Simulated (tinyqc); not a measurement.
Worked calculation: plane-wave Kohn-Sham cycle with exchange-only LDA in a layered model solid. Computed by tinyqc, a small Python program that keeps every step. Settings: points = 16, plane-wave index or count = 2, electrons = 2, k points = 3, area = 16.0, mixing = 1.0, iteration cap = 80, Kerker q0 = 1.5. Command: `OMP_NUM_THREADS=1 python tinyqc.py 23637 23638 out.jsonl` (the two numbers bound the seeds that draw the settings). One thread of a shared host (Intel(R) Xeon(R) Processor @ 2.60GHz), about 0.05 s of CPU time with the checks.

A solid whose potential varies along x alone (atomic units):
```
parameter                      value
period a                   13.000000
cross-section of the cell  16.000000
electrons per cell                 2
grid points                       16
plane waves -n..n, n               2
k points                           3
V1 in V1 cos(2 pi x/a)     -0.780000
V2 in V2 cos(4 pi x/a)     -0.230000
```

Stop when sqrt(dV sum R^2) is below 1e-8, dV = a A/N.

Course of the cycle:
```
iteration  E (hartree)  norm of the residual
1          -1.67938386              2.03e-01
2          -1.54169868              1.69e-01
3          -1.43285688              1.46e-01
4          -1.34753759              1.28e-01
5          -1.28014708              1.14e-01
6          -1.22658514              1.01e-01
7          -1.18384369              9.08e-02
8          -1.14966487              8.14e-02
9          -1.12232173              7.31e-02
10         -1.10046894              6.56e-02
11         -1.08304043              5.89e-02
...                ...                   ...
70         -1.02018655              2.49e-05
71         -1.02018655              2.18e-05
72         -1.02018655              1.91e-05
73         -1.02018655              1.67e-05
74         -1.02018655              1.47e-05
75         -1.02018655              1.28e-05
76         -1.02018655              1.13e-05
77         -1.02018655              9.86e-06
78         -1.02018655              8.64e-06
79         -1.02018655              7.57e-06
80         -1.02018655              6.63e-06
```

Can the last value be used, and what does the course show?

Not by the stop rule, although the second column moves by less than 1e-07 over the last three steps. Not converged within 80 iterations: the residual falls steadily but slowly, by a factor of about 0.88 a step. Reruns (cap 100 unless said): mixing 0.1: not converged; mixing 0.5, Kerker q0 1.0: not converged; mixing 0.3, Pulay depth 5: converged in 18 (E = -1.02019); the original settings with a cap of 400: converged in 130 (E = -1.02019).
